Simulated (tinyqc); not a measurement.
Free and trapped electrons in a MOS channel with a dense trap tail: one step of the calculation.

p-type body, charge-sheet picture, full ionisation (an idealisation for deep acceptors), Boltzmann statistics for free electrons. e = Ec - EF at the surface. Acceptor-like traps of density D(E) = D0 + De exp(-E/Ew) at depth E below Ec, from 0 to Eu, hold n_t = integral of D(E)/(1 + exp((e - E)/Vt)). psi = Eg - Vt ln(Nv/Na) - e; N_dep = sqrt(2 eps0 eps_r Na (psi - Vt)/q); n_f = sqrt(N_dep^2 + 2 eps0 eps_r Vt Nc exp(-e/Vt)/q) - N_dep; Vg = Vfb + psi + q (N_dep + n_t + n_f)/Cox, Cox = eps0 eox/tox.

Problem. Charges and gate voltage. psi, N_dep, n_f and Vg as defined, with the n_t given; free share n_f/(n_f + n_t); apparent mobility mf n_f/(n_f + n_t); gate voltage spent on traps q n_t/Cox.

Inputs (values chosen for the exercise); band and dielectric values close to those of 4H silicon carbide:
- T = 300 K (temperature)
- Eg = 3.26 eV (band gap)
- eps_r = 9.82 (relative permittivity)
- Nc = 1.67e19 cm^-3 (conduction-band density of states at T)
- Nv = 2.47e19 cm^-3 (valence-band density of states at T)
- eox = 3.9 (relative permittivity of the insulator)
- tox = 43 nm (insulator thickness)
- Na = 4.7e16 cm^-3 (acceptor density)
- Vfb = -2.18 V (flat-band voltage without trapped charge)
- mf = 230 cm^2/(V s) (mobility of free electrons)
- e = 0.118 eV (Ec - EF at the surface)

Constants: q = 1.602176634e-19 C, kB = 1.380649e-23 J/K, Vt = kB T/q, eps0 = 8.8541878128e-14 F/cm where lengths are in cm. Results are converted to the units shown.

n_t = 3.1228406e11 cm^-2

Give: psi; N_dep; n_f; Vg; free share; apparent mobility; gate voltage spent on traps.

Solution.

psi = 2.980 V
N_dep = 1.228e12 cm^-2
n_f = 1.972e10 cm^-2
Vg = 3.912 V
free share = 5.940 %
apparent mobility = 13.66 cm^2/(V s)
gate voltage spent on traps = 0.6230 V

Program tinyqc, `OMP_NUM_THREADS=1 python tinyqc.py 2222005 2222006 out.jsonl`; Intel Xeon 2.30GHz, shared host, one thread, about 0.02 s.
